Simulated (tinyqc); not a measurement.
Inside a calculation. Model: crystallisation kinetics and data retention of a phase-change cell.

Program tinyqc, `OMP_NUM_THREADS=1 python tinyqc.py 2490134 2490135 out.jsonl`; Intel Xeon 2.30GHz, shared host, one thread, about 0.02 s. Printed values are rounded.

Johnson-Mehl-Avrami-Kolmogorov law X = 1 - exp(-y^n), y = integral of k dt, k = (1/100 s) exp[-(Ec q/kB)(1/T - 1/T1)].

Inputs (values chosen for the exercise); values of the order of Ge-Sb-Te and related chalcogenides: activation energy of crystallisation Ec = 1.91 eV; temperature at which the rate k is 1/(100 s) T1 = 460 K; Avrami exponent n = 4; crystalline share at which the state is lost Xf = 0.5; storage temperature T = 371 K; heating rate b = 1 K/min; start of the ramp table Ta = 409 K; step of the table dT = 4 K; steps m = 10.

Constants: q = 1.602176634e-19 C, kB = 1.380649e-23 J/K. Results are converted to the units shown.

Range of the model: One Arrhenius rate is assumed; incubation, growth from the boundary and the non-Arrhenius kinetics of the supercooled liquid are left out.

## Retention

At fixed T the state fails at t = (-ln(1 - Xf))^(1/n)/k; ten years are 3.15576e8 s.

k = 9.55009e-8 1/s
y at failure = 0.912444
time to fail = 9.55430e6 s
the same in years = 0.302757
temperature for ten years = 350.482 K

The cell misses ten years at 371 K.

## A heating ramp

T rises at the rate b. Start with y = k (kB Ta^2/(q Ec))/b, the integral from cold to Ta to leading order; over each step k is taken as exponential in T, so y gains (dT/b)(k2 - k1)/ln(k2/k1). dX/dt = n y^(n - 1) k exp(-y^n), listed as 0 once y^n exceeds 23.

```
point  T (K)     k (1/s)          y           X  dX/dt (1/s)
0        409  2.45833e-5  0.0111321  1.53573e-8  1.35655e-10
1        413  4.15515e-5  0.0188910  1.27356e-7   1.12050e-9
2        417  6.95279e-5  0.0319338  1.03992e-6   9.05669e-9
3        421  1.15208e-4  0.0536427  8.28018e-6   7.11330e-8
4        425  1.89095e-4  0.0894298  6.39610e-5   5.40951e-7
5        429  3.07512e-4   0.147875  4.78058e-4   3.97560e-6
6        433  4.95614e-4   0.242462  0.00345003   2.81600e-5
7        437  7.91826e-4   0.394189   0.0238553   1.89373e-4
8        441  0.00125437   0.635491    0.150489   0.00109391
9        445  0.00197073    1.01605    0.655539   0.00284824
10       449  0.00307139    1.61137    0.998820   6.06746e-5
```

Among the points the rate is largest at 445 K, where X = 0.656; the exact peak lies at 444.8 K.
